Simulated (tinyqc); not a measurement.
Metal-induced gap states at the contact of a metal chain and a two-band chain: one step. Green functions. Two cases, with inputs chosen for the exercise.

Task: The decaying root is g1 = (1 - l)/(E - e1), g2 = (1 - l)/(E - e2), l = exp(-q a). Form them, g_m and G11.

The semiconductor alternates sites A at -Eg/2 and C at +Eg/2 with hopping -t; the gap runs from -Eg/2 to Eg/2. In the gap cosh(q a) = 1 + (Eg^2/4 - E^2)/(2 t^2) and the amplitude changes by -exp(-q a) a period. The metal has site energy 0 and hopping -tm; its end site has g_m = (E - i sqrt(4 tm^2 - E^2))/(2 tm^2). Sites 1, 2, ... count into the semiconductor, with energies e1, e2 alternating. The clean half chain has g1 = 1/(E - e1 - t^2 g2), g2 = 1/(E - e2 - t^2 g1), decaying root. With the contact G11 = 1/(1/g1 - tc^2 g_m), and the density on site j is -Im G_jj/pi = |psi_j/psi_1|^2 (-Im G11/pi), per spin, with psi_2/psi_1 = -t g2, psi_3/psi_2 = -t g1.

Give: g1, g2; g_m; G11.

Case 1.

Values chosen (gap and optical dielectric constant near those of GaN; the chain itself is a model; shifted at random, so the results belong to these values and not to a real crystal):
- Eg = 3.43 eV (gap)
- t = 2.83 eV (hopping in the semiconductor)
- tm = 2.23 eV (hopping in the metal)
- tc = 1.24 eV (hopping across the contact)
- end = C (site that touches the metal)
- E = 1.24 eV (energy from mid-gap)

l = 0.6599177

Result:

g1, g2 (1/eV): -0.71596  0.11509

g_m = 0.12468-0.43075i 1/eV
G11 = -0.53631-0.22362i 1/eV

Case 2.

Values chosen (gap and optical dielectric constant near those of Si; the chain itself is a model; shifted at random, so the results belong to these values and not to a real crystal):
- Eg = 1.13 eV (gap)
- t = 2.68 eV (hopping in the semiconductor)
- tm = 1.52 eV (hopping in the metal)
- tc = 2.01 eV (hopping across the contact)
- end = C (site that touches the metal)
- E = -0.26 eV (energy from mid-gap)

l = 0.8295264

Result:

g1, g2 (1/eV): -0.20663  0.55893

g_m = -0.05627-0.65548i 1/eV
G11 = -0.16306-0.09363i 1/eV

Computed by tinyqc, one run a case: `OMP_NUM_THREADS=1 python tinyqc.py N N+1 out.jsonl` with N = 1452020, 1452037; one thread of a shared Intel(R) Xeon(R) Processor @ 2.30GHz, about 0.01 s a run at most.
